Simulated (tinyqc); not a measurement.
Free and nearly free electrons in a metal: sweeps and comparisons. A value that a table varies takes the place of the one given here.

The cubic cell holds 2 atoms: n = 2 z/a^3, kF = (3 pi^2 n)^(1/3), EF = c kF^2/m, vF = 2 c kF/(m hbar), c = hbar^2/2m0; rs = (3/(4 pi n))^(1/3)/a0; D(EF) = 3 n/(2 EF).

Square wire of width w with grain size w: rho/rho0 = 1/(1 - 3 al/2 + 3 al^2 - 3 al^3 ln(1 + 1/al)) + (3/4) (1 - p) l/w, with al = (l/w) Rg/(1 - Rg) (Mayadas-Shatzkes plus the thick-wire form of Fuchs-Sondheimer); l = hbar kF/(n e^2 rho), e = 1.602176634e-19 C.

Constants: hbar^2/2m0 = 3.80998211 eV angstrom^2; hbar = 6.58211957e-16 eV s; a0 (Bohr radius) = 0.5291772105 angstrom.

Parameters, chosen for this exercise (near those of W, whose d bands this model ignores; shifted at random, so the results belong to these values and not to a real crystal):
- a = 3.18 angstrom (bcc lattice constant)
- z = 2 (free electrons an atom)
- m = 1.45 m0 (mass)
- rho = 5.95 micro-ohm cm (bulk resistivity)
- p = 0 (specularity of the surfaces)
- Rg = 0.43 (reflection at grain boundaries)
- w = 14 nm (wire width)

## Resistivity of narrow wires

Wires:
```
w (nm)     al  grain term (factor - 1)  surface term  rho (micro-ohm cm)
200     0.032                    0.048         0.032                6.43
100     0.065                    0.095         0.064                6.90
50      0.129                    0.187         0.129                7.83
30      0.216                    0.309         0.214                9.06
20      0.323                    0.458         0.321               10.59
14      0.462                    0.649         0.459               12.54
10      0.647                    0.900         0.643               15.13
7       0.924                    1.275         0.918               19.00
```

l = 8.57 nm

At 7 nm the resistivity is 3.19 times the bulk value; grain boundaries add more (1.28 from grains, 0.92 from surfaces). It passes twice the bulk value between 20 and 14 nm. The surface formula is meant for w above l = 9 nm, so the rows below that are rough.

## What sets the wire resistivity

All results formed anew. Each row changes one parameter from the base and keeps the others.

Results:
```
case                     EF (eV)  l (nm)  wire rho (micro-ohm cm)
base                       6.266    8.57                   12.542
a = 3.275 angstrom         5.908    9.09                   12.935
m = 1.74 m0                5.222    8.57                   12.542
rho = 7.14 micro-ohm cm    6.266    7.14                   13.750
p = 0.3                    6.266    8.57                   11.722
Rg = 0.301                 6.266    8.57                   10.918
w = 9.8 nm                 6.266    8.57                   15.316
```

The largest shifts from the base row, up to three for each result and ties (the steps differ in size, so this ranks the rows, not the parameters). EF (eV): m -1.044, a -0.358; unchanged at the printed digits by rho, p, Rg and w. l (nm): rho -1.43, a +0.52; unchanged at the printed digits by m, p, Rg and w. wire rho (micro-ohm cm): w +2.775, Rg -1.624, rho +1.209; unchanged at the printed digits by m. The mass drops out of l at given rho, because vF falls and tau rises by the same factor.

Run: tinyqc, `OMP_NUM_THREADS=1 python tinyqc.py 1650208 1650209 out.jsonl`; Intel(R) Xeon(R) Processor @ 2.30GHz, one thread, shared host; about 0.01 s of CPU time with all checks.
